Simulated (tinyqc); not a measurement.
Energy and delay of logic against supply voltage: one step of the calculation.

One expression serves below and above threshold: I(Vg) = Ik [ln(1 + exp((Vg - VT + dd V)/(al nf Vt)))]^al, with I_on = I(V) and I_off = I(0). Gate delay td = kd C V/I_on, clock period LD td. Per gate and cycle the switching energy is act C V^2 and the leakage energy I_off V LD td. No short-circuit current, no variation. Minima are sought above 0.09 V; below a few Vt gates no longer switch and the model has no meaning.

Task. New V. Minimum-energy supply: E(V) is the energy per gate and cycle; with h = 0.001 V, E' = (E(V + h) - E(V - h))/(2 h), E'' = (E(V - h) - 2 E(V) + E(V + h))/h^2, V(new) = V - E'/E''.

Inputs (values chosen for the exercise); values of the order met in logic technologies: temperature T = 250 K; threshold voltage at zero drain bias VT = 0.32 V; slope factor nf = 1.31; barrier lowering per volt of supply dd = 0.06; specific current of a gate Ik = 0.84 uA; exponent of the current law al = 1.23; load capacitance of a gate C = 0.42 fF; delay factor kd = 0.9; logic depth LD = 60; activity factor act = 0.01.

Constants: q = 1.602176634e-19 C, kB = 1.380649e-23 J/K, Vt = kB T/q. Results are converted to the units shown.

V after iteration 1 = 0.20691443 V

Wanted: E'; E''; V after iteration 2.

Result.

E' = -14.54 aJ/V
E'' = 400.0 aJ/V^2
V after iteration 2 = 0.2433 V

Computed by the program tinyqc: `OMP_NUM_THREADS=1 python tinyqc.py 2082114 2082115 out.jsonl`, one thread of a shared Intel Xeon 2.30GHz, about 0.01 s for the whole run.
